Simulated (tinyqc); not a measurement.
Resistive memory cell, filament-gap model with Joule heating: one step of the calculation.

A tunnelling gap g separates the tip of a filament from the electrode. I = I0 exp(-g/g0) sinh(Vd/V0), with Vd = V - I Rs on the device; T = T0 + Rth Vd I at once; the gap closes as dg/dt = -nu exp(-q Ea/(kB T)) sinh(al q Vd/(kB T)). All constants are fitting values of a compact model.

Task. Current, temperature and closing rate. I, T and dg/dt as above.

Inputs (values chosen for the exercise):
- T0 = 358 K (ambient temperature)
- I0 = 0.33 mA (current scale)
- g0 = 0.31 nm (tunnelling length)
- V0 = 0.25 V (voltage scale)
- nu = 10 m/s (attempt velocity)
- Ea = 0.98 eV (activation energy)
- al = 0.26 (barrier lowering per volt on the device)
- Rth = 7.1e5 K/W (thermal resistance)

Constants: q = 1.602176634e-19 C, kB = 1.380649e-23 J/K. Results are converted to the units shown.

g = 0.4 nm
Vd = 0.82509009 V

Wanted: I; T; lowered barrier Ea - al Vd; -dg/dt.

Result.

I = 1230 uA
T = 1078 K
lowered barrier Ea - al Vd = 0.7655 eV
-dg/dt = 0.001311 nm/ns

Numbers from tinyqc (`OMP_NUM_THREADS=1 python tinyqc.py 2880142 2880143 out.jsonl`; about 0.1 s on one thread of a shared Intel Xeon 2.30GHz).
